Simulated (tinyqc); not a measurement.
How far the spectrum must be known: Lorentz oscillators and the Kramers-Kronig relations.

eps(E) = 1 + sum_j S_j/(E0_j^2 - E^2 - i G_j E).

Kramers-Kronig: eps1(E) = 1 + (2/pi) P integral_0^infinity E1 eps2(E1)/(E1^2 - E^2) dE1. Maclaurin rule on the grid E_j = j h, j = 1 .. M: eps1(E_i) = 1 + (4 h/pi) sum over j with j - i odd of E_j eps2(E_j)/(E_j^2 - E_i^2); nothing is added above E_M.

Values chosen for the exercise: E0 = (2.92, 4.55) eV (resonances); G = (0.36, 0.86) eV (widths); S = (28.6, 83.9) eV^2 (strengths); E_t = 0.8 eV (energy below the first line).

The integrals are done by adaptive quadrature and cut at E_cut. f-sum share: (2/pi) integral of E eps2 over sum S. Static share: (2/pi) integral of eps2/E over eps(0) - 1.

Cut integrals:

| E_cut (eV) | eps1(E_t) | f-sum share | static share |
|---|---|---|---|
| 3.6 | 5.222 | 0.264 | 0.532 |
| 5.0 | 8.074 | 0.737 | 0.904 |
| 6.8 | 8.693 | 0.901 | 0.986 |
| 13.6 | 8.791 | 0.963 | 0.999 |
| 22.8 | 8.797 | 0.979 | 1.000 |

Give the missing row, E_cut (eV) = 9.1.

Computed row:
```
E_cut (eV)  eps1(E_t)  f-sum share  static share
9.1             8.767        0.939         0.996
```

eps1(E_t) from the formula = 8.799

Cut at 5 eV, just above the last line, eps1(E_t) lacks 0.725; cut at 22.8 eV it lacks 0.002. At 6.8 eV the static sum has reached 0.986 and the f-sum only 0.901: the f-sum weights eps2 by E and the static sum by 1/E, so the f-sum needs the far tail.

Program tinyqc; command `OMP_NUM_THREADS=1 python tinyqc.py 1682798 1682799 out.jsonl`; about 0.2 s on one thread of a shared Intel(R) Xeon(R) Processor @ 2.30GHz.
